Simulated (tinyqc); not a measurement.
The window in starting coverage: bottom-up copper filling of a trench by curvature-enhanced accelerator coverage. Computed by tinyqc, a small Python program. Command: `OMP_NUM_THREADS=1 python tinyqc.py 3022804 3022805 out.jsonl superfill walk`. One thread of a shared host (Intel(R) Xeon(R) Processor @ 2.30GHz), about 0.07 s of CPU time with the checks.

A rectangular trench keeps vertical walls and a flat floor. An accelerator floats on the surface; where area is lost in the corners it is passed on to the floor.

Inputs (values chosen for the exercise, close to those used for damascene copper plating):

| quantity | value | unit |
|---|---|---|
| trench width w | 140 | nm |
| aspect ratio h/w | 1.4 | - |
| exchange current of the suppressed surface i_0 | 0.012 | mA/cm^2 |
| exchange current of the accelerated surface i_1 | 2.2 | mA/cm^2 |
| transfer coefficient alpha | 0.45 | - |
| overpotential eta | 0.12 | V |
| adsorption rate k_a | 0 | 1/s |
| cupric ion concentration C | 0.79 | mol/l |
| diffusivity D | 3.9e-06 | cm^2/s |
| boundary layer delta | 47 | um |
| temperature T | 298 | K |

Constants: e = 1.602176634e-19 C; N_A = 6.02214076e+23 1/mol; k_B = 8.617333262e-05 eV/K.

Method. Kinetic current i_k = [i_0 (1 - theta) + i_1 theta] exp(alpha eta/(k_B T)), limit i_L = 2 F D C/delta, i = 1/(1/i_k + 1/i_L); velocity v = i Omega/(2F), Omega = 7.11 cm^3/mol, F = e N_A. Depletion inside the trench is ignored. Half width x, floor height y, depth h = aspect ratio x w. dx/dt = -v_s, dy/dt = v_b. d theta_b/dt = k_a (1 - theta_b) + [theta_s v_b + theta_b v_s]/x: the floor takes the accelerator of the wall it covers and keeps its own as it narrows. d theta_s/dt = k_a (1 - theta_s). theta_b is capped at 1. Integrate (tolerance 1e-9) until the walls meet (x = 0.02 w/2) or the floor passes the original mouth y = h. Start: x = w/2, y = 0, theta_b = theta_s = theta_0. Height filled = y/h, opening left = x/(w/2).

Outcome:

| theta_0 | v(1)/v(theta_0) | height filled | opening left | time (s) |
|---|---|---|---|---|
| 0.001 | 135.85 | 0.7655 | 0.02000 | 1603.9 |
| 0.003 | 103.86 | 1.0000 | 0.06641 | 1168.1 |
| 0.010 | 56.96 | 1.0000 | 0.16596 | 572.4 |
| 0.020 | 34.66 | 1.0000 | 0.20450 | 332.2 |
| 0.050 | 15.99 | 1.0000 | 0.22888 | 148.5 |
| 0.100 | 8.47 | 1.0000 | 0.21313 | 80.3 |
| 0.200 | 4.41 | 1.0000 | 0.07222 | 49.3 |
| 0.400 | 2.30 | 0.7002 | 0.02000 | 27.1 |
| 0.800 | 1.22 | 0.4218 | 0.02000 | 14.4 |

What follows from these numbers?

The fill succeeds for theta_0 from 0.003 to 0.2 among these rows, with the widest margin at 0.05. Too little accelerator takes too long to concentrate. Too much speeds the walls as well and removes the contrast.
